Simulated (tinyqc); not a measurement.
# Threshold-voltage variability of a planar MOSFET, analytic estimates: effect of the channel doping

Three independent sources add in quadrature: random dopants in the depleted layer, metal-gate grains of two orientations, and roughness of the two gate edges acting through the roll-off VT = VT(long) - Vr exp(-L/l). These are first-order estimates: no three-dimensional electrostatics, no percolation.

ni = sqrt(Nc Nv) exp(-Eg/(2 Vt)), Eg in volts; Cox = 3.9 eps0/ti; Wd = sqrt(4 eps0 eps_r Vt ln(Na/ni)/(q Na)); dopants: s1 = (q/Cox) sqrt(Na Wd/(3 L W)). Grains: Ng = L W/G^2 (at least 1), s2 = dW sqrt(p (1 - p)/Ng). Edges, with exponential correlation and u = W/La: the mean gate length has sL^2 = 2 De^2 (2/u)[1 - (1 - exp(-u))/u]; s3 = sL (Vr/l) exp(-L/l). s = sqrt(s1^2 + s2^2 + s3^2). l and Vr are held fixed.

Inputs (values chosen for the exercise); material values close to those of silicon: temperature T = 350 K; band gap Eg = 1.12 eV; relative permittivity of the semiconductor eps_r = 11.9; conduction-band density of states at T Nc = 3.58e19 cm^-3; valence-band density of states at T Nv = 3.33e19 cm^-3; oxide-equivalent thickness in inversion ti = 1.9 nm; gate length L = 20 nm; gate width W = 59 nm; metal grain size G = 7 nm; work-function difference of the two grain orientations dW = 0.2 eV; share of the orientation of higher work function p = 0.4; rms roughness of one gate edge De = 1.4 nm; correlation length of the roughness La = 30 nm; decay length of the threshold roll-off l = 3.4 nm; prefactor of the roll-off Vr = 1.6 V.

Constants: q = 1.602176634e-19 C, kB = 1.380649e-23 J/K, Vt = kB T/q, eps0 = 8.8541878128e-14 F/cm where lengths are in cm. Results are converted to the units shown.

The same in every row: s2 (mV) = 19.966; s3 (mV) = 1.9651.

Results:

| Na (cm^-3) | s1 (mV) | s (mV) | s sqrt(L W) (mV um) |
|---|---|---|---|
| 1.5e17 | 16.565 | 26.018 | 0.89373 |
| 2.6e17 | 19.203 | 27.772 | 0.95399 |
| 8.2e17 | 26.112 | 32.929 | 1.1312 |
| 1.5e18 | 30.672 | 36.651 | 1.2590 |
| 2.6e18 | 35.503 | 40.779 | 1.4008 |
| 4.5e18 | 41.067 | 45.705 | 1.5700 |
| 8e18 | 47.827 | 51.865 | 1.7816 |

Estimate the missing row, Na = 4.7e17 cm^-3.

Computed row:

| Na (cm^-3) | s1 (mV) | s (mV) | s sqrt(L W) (mV um) |
|---|---|---|---|
| 4.7e17 | 22.504 | 30.148 | 1.0356 |

With this row back in the table: As Na goes from 1.5e17 to 8e18 cm^-3, s rises from 26.0 to 51.9 mV. The largest source is the grains in the first row and the dopants in the last. s1 goes on average as Na^(0.27), near the 1/4 expected from Na Wd. For Na = 1.5e17 to 2.6e18 cm^-3 the depletion depth exceeds L, so source and drain share much of the charge and s1 is rough.

tinyqc, about 0.01 s, one thread, Intel Xeon 2.30GHz (shared host): `OMP_NUM_THREADS=1 python tinyqc.py 2090078 2090079 out.jsonl`
